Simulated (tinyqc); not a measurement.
# Circular transfer-length structure: two studies

A disc contact of radius r0 and a very wide ring contact from r1 = r0 + sp outwards lie on a thin layer; the metal has no resistance and the sheet resistance under the contacts equals Rsh.

Parameters, values chosen for the exercise:
- Rsh = 1900 ohm/sq (sheet resistance of the semiconductor layer)
- rc = 6.1e-7 ohm cm^2 (specific contact resistivity)
- r0 = 5.2 um (radius of the inner contact)
- sp = 5.1 um (gap between the contacts)

Each table varies one quantity; the others keep the values above.

## Resistance against gap

Transfer length Lt = sqrt(rc/Rsh). R = (Rsh/2 pi) [(Lt/r0) I0(r0/Lt)/I1(r0/Lt) + ln(r1/r0) + (Lt/r1) K0(r1/Lt)/K1(r1/Lt)] with modified Bessel functions; for r0 >> Lt both ratios tend to 1. The last column is Rsh (sp + 2 Lt)/(2 pi r0).

Resistance against gap:
```
sp (um)	R (ohm)	large-radius form (ohm)	linear form (ohm)
0.35	39.911	39.880	41.193
0.52	48.753	48.714	51.079
0.78	61.795	61.744	66.199
1.2	81.743	81.675	90.623
1.7	103.89	103.81	119.70
2.6	140.08	139.98	172.04
3.9	185.73	185.60	247.64
5.8	242.06	241.91	358.13
```

What does the table show?

R rises from 39.9 to 242 ohm. The linear form is 3.2 % above it in the first row and 48 % above it in the last, where ln(1 + sp/r0) has bent well below sp/r0. A straight line through the end rows, read with the linear form, gives Rsh = 1210 ohm/sq and Lt = 0.363 um, against 1900 and 0.179.

## Effect of the inner radius

Same model as above.

Result of one run:
```
r0 (um)	r0/Lt	inner contact (ohm)	rc/(pi r0^2) (ohm)	Rsh Lt/(2 pi r0) (ohm)
0.085	0.4744	2762	2687	637.4
```

What becomes of these results when the radius of the inner contact r0 is changed from 0.085 to 0.15 um, all else the same?

Result of the changed run:
```
r0 (um)	r0/Lt	inner contact (ohm)	rc/(pi r0^2) (ohm)	Rsh Lt/(2 pi r0) (ohm)
0.15	0.8371	936.5	863.0	361.2
```

The whole series:
```
r0 (um)	r0/Lt	inner contact (ohm)	rc/(pi r0^2) (ohm)	Rsh Lt/(2 pi r0) (ohm)
0.085	0.4744	2762	2687	637.4
0.15	0.8371	936.5	863.0	361.2
0.25	1.395	380.8	310.7	216.7
0.43	2.400	167.2	105.0	126.0
0.73	4.074	85.68	36.44	74.22
1.3	7.255	44.90	11.49	41.68
2.1	11.72	26.98	4.403	25.80
3.7	20.65	15.01	1.418	14.64
6.3	35.16	8.725	0.4892	8.600
```

The inner contact goes as r0^(-1.90) between the first two rows, where it is 2.8 % above rc over the area, and as r0^(-1.02) between the last two, where it is 1.5 % above the rim form: a small disc uses its whole area, a large one only a rim of width Lt.

Program tinyqc, `OMP_NUM_THREADS=1 python tinyqc.py 2760095 2760096 out.jsonl`; Intel Xeon 2.30GHz, shared host, one thread, about 0.01 s.
